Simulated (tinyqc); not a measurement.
Printed widths: electron-beam lithography: double-Gaussian proximity function, edge placement and dose correction for parallel lines. Computed by tinyqc, a small Python program. Command: `OMP_NUM_THREADS=1 python tinyqc.py 3113109 3113110 out.jsonl proximity walk`. One thread of a shared host (Intel(R) Xeon(R) Processor @ 2.30GHz), about 0.01 s of CPU time with the checks.

Lines are infinitely long. Absorbed energy is counted so that the middle of a very large area written at dose 1 receives 1; the resist develops where it exceeds 1/2.

Inputs (values chosen for the exercise, of the order of those for 10 keV electrons in resist on silicon): forward range alpha = 0.018 micrometre; backscatter range beta = 1.3 micrometre; backscatter ratio eta = 1.1.

line widths (micrometre): 0.036  0.041  0.057  0.22

gaps between the lines (micrometre): 0.16  0.16  0.22

Method:
- The first line starts at x = 0; each next one starts after the width and the gap.
- f(r) = [exp(-r^2/alpha^2)/alpha^2 + eta exp(-r^2/beta^2)/beta^2]/(pi (1 + eta)). A line from a to b at dose d gives E(x) = d [S(alpha) + eta S(beta)]/(1 + eta), S(s) = [erf((b - x)/s) - erf((a - x)/s)]/2.
- M_ij is the mean of E at the two edges of line i from line j at dose 1.
- Uncorrected edge energies are M 1. Solve M d = 1/2 for the doses d that put the mean edge energy of every line at the threshold.
- Edges are the roots of E(x) = 1/2 between a line centre and the middle of the next gap. Three cases: dose 1 everywhere; one common dose equal to the mean of d; the corrected doses.

Lines (micrometre):
```
line  left edge  right edge  centre
1         0.000       0.036  0.0180
2         0.196       0.237  0.2165
3         0.397       0.454  0.4255
4         0.674       0.894  0.7840
```

corrected doses: 1 1.67327, 2 1.62161, 3 1.58976, 4 1.59555

Width error, printed less drawn (nm):
```
line  drawn width (nm)   dose 1  mean dose  corrected
1                   36  missing   -0.99880   2.31e-04
2                   41  missing    0.04851   1.46e-04
3                   57  -31.441    0.68889   4.70e-05
4                  220  -31.556    0.58631   2.41e-04
```

What does the comparison show, and why?

At dose 1, 2 of the 4 lines stay below the threshold. With the common mean dose the errors span 1.7 nm. With corrected doses the largest error is below 0.01 nm.

Extremes, crossings and ranges named in words are read from the listed rows.
